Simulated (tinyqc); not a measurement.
## Via and link resistance from two via chains

Question. A chain of 1000 vias joined by 1000 metal links has R = 1000 (Rv + Rlink), with Rlink proportional to the link length. Find Rv, Rlink for length L, and the value of Rv that the short chain would give if the links were ignored.

resistance of chains of 1000 links with link lengths L and 3 L (ohm): [6600, 8800]

Solution. R per link is a straight line in the link length; its intercept at zero length is Rv.

Rv = 5.50 ohm
Rlink = 1.10 ohm
Rv without correction = 6.60 ohm

Numbers from tinyqc (`OMP_NUM_THREADS=1 python tinyqc.py 2750032 2750033 out.jsonl`; about 0.01 s on one thread of a shared Intel Xeon 2.30GHz).
